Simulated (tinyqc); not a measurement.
# Worked calculation: tunnelling through a two-layer gate stack, WKB transmission and Tsu-Esaki current

Program tinyqc, `OMP_NUM_THREADS=1 python tinyqc.py 2540060 2540061 out.jsonl`; Intel Xeon 2.30GHz, shared host, one thread, about 0.04 s. Printed values are rounded.

Electrons leave the emitter at x = 0. Energies E (motion across the layers) are in eV from the emitter Fermi level; the collector Fermi level lies at -V and offers states at every E. No charge in the dielectric and no image force: F1 = V/(t1 + t2 eps1/eps2), F2 = F1 eps1/eps2; U = phi1 - F1 x in layer 1 and phi2 - F1 t1 - F2 (x - t1) in layer 2. With C = hbar^2/(2 m0), kappa = sqrt(m (U - E)/C) where U > E and 0 elsewhere; T(E) = exp(-S), S = 2 times the integral of kappa over x.

Values chosen for this exercise; layer 1 close to silicon dioxide, layer 2 close to hafnium oxide: temperature T = 300 K; Fermi energy of the emitter above its band bottom Ef = 3.9 eV; emitter mass in the supply function me = 1 m0; barrier of layer 1 above the emitter Fermi level at zero bias phi1 = 3.22 eV; tunnelling mass of layer 1 m1 = 0.52 m0; thickness of layer 1 t1 = 0.7 nm; relative permittivity of layer 1 eps1 = 3.74; barrier of layer 2 at zero bias phi2 = 1.48 eV; tunnelling mass of layer 2 m2 = 0.2 m0; thickness of layer 2 t2 = 3.6 nm; relative permittivity of layer 2 eps2 = 22.9; voltage across the dielectric V = 1.4 V; energy of the electron followed E = 0 eV; cells in each layer nc = 4; lower end of the energy grid Ea = -0.43 eV; upper end of the energy grid Eb = 0.4 eV; points of the energy grid nE = 15.

Constants: q = 1.602176634e-19 C, kB = 1.380649e-23 J/K, hbar = 1.054571817e-34 J s, m0 = 9.1093837015e-31 kg, Vt = kB T/q, hbar^2/(2 m0) = 0.0380998212 eV nm^2. Results are converted to the units shown.

Range of the model: The field of 10.9 MV/cm is more than most gate dielectrics sustain; the model ignores breakdown. A layer thinner than 0.8 nm holds only a few atomic planes, where an effective mass is a rough description.

## Fields and band edges

F1 = V/(t1 + t2 eps1/eps2), F2 = F1 eps1/eps2; U = phi1 - F1 x in layer 1 and phi2 - F1 t1 - F2 (x - t1) in layer 2. EOT = 3.9 (t1/eps1 + t2/eps2).

F1 = 10.8700 MV/cm
F2 = 1.77528 MV/cm
U at the end of layer 1 = 2.45910 eV
U at the start of layer 2 = 0.719099 eV
U at the end of layer 2 = 0.08 eV
EOT = 1.34305 nm

## WKB exponent by the midpoint rule

Cut each layer into nc equal cells, take U and kappa at the cell centres, and sum S = 2 sum kappa h.

x, cell 0 to 7 (nm): [0.08750, 0.26250, 0.43750, 0.61250, 1.15000, 2.05000, 2.95000, 3.85000]
U, cell 0 to 7 (eV): [3.12489, 2.93466, 2.74444, 2.55421, 0.63921, 0.47944, 0.31966, 0.15989]
kappa, cell 0 to 7 (1/nm): [6.53066, 6.32877, 6.12022, 5.90430, 1.83179, 1.58642, 1.29539, 0.91614]
S = 18.8429
T(E) = 6.55580e-9

## WKB exponent in closed form

Each layer adds (2/F) sqrt(m/C) [G(u at its left edge) - G(u at its right edge)] to S, with u = U - E (0 where negative) and G(u) = (2/3) u^1.5. The slope follows from 1/d = -dS/dE.

S = 18.8128
T(E) = 6.75592e-9
energy d over which T(E) grows by a factor e = 0.062013 eV

The midpoint rule gives S = 18.843, so its T(E) is 3.0 % below this value. The band edge stays above E through the whole stack: direct tunnelling through a trapezoid.

## Current density on a coarse energy grid

J = J0 times the integral of T(E) N(E) dE, N = ln[(1 + exp(-E/Vt))/(1 + exp((-E - V)/Vt))], J0 = q^2 me m0 kB T/(2 pi^2 hbar^3) (times 1e-4 for A/cm^2 per eV), by Simpson's rule on nE equally spaced points from Ea to Eb.

E, point 0 to 14 (eV): [-0.430000, -0.370714, -0.311429, -0.252143, -0.192857, -0.133571, -0.074286, -0.015000, 0.044286, 0.103571, 0.162857, 0.222143, 0.281429, 0.340714, 0.400000]
T(E), point 0 to 14: [2.86464e-11, 5.45420e-11, 1.06473e-10, 2.13908e-10, 4.44466e-10, 9.61656e-10, 2.18820e-9, 5.32195e-9, 1.42940e-8, 4.77104e-8, 1.68978e-7, 5.63731e-7, 1.76529e-6, 5.16695e-6, 1.40633e-5]
N, point 0 to 14: [16.6331, 14.3399, 12.0466, 9.75338, 7.46062, 5.17246, 2.92846, 1.02477, 0.165782, 0.0180366, 0.00183536, 1.85406e-4, 1.87156e-5, 1.88909e-6, 1.90676e-7]
T(E) N, point 0 to 14: [4.76480e-10, 7.82125e-10, 1.28264e-9, 2.08633e-9, 3.31599e-9, 4.97413e-9, 6.40807e-9, 5.45375e-9, 2.36968e-9, 8.60533e-10, 3.10136e-10, 1.04519e-10, 3.30384e-11, 9.76082e-12, 2.68152e-12]
J0 = 4.18366e8 A/(cm^2 eV)
J = 0.702778 A/cm^2

The integrand peaks at E = -0.0743 eV among these points. A converged quadrature from -Ef to above the barrier gives 0.7250 A/cm^2; this grid is 3.1 % below that.
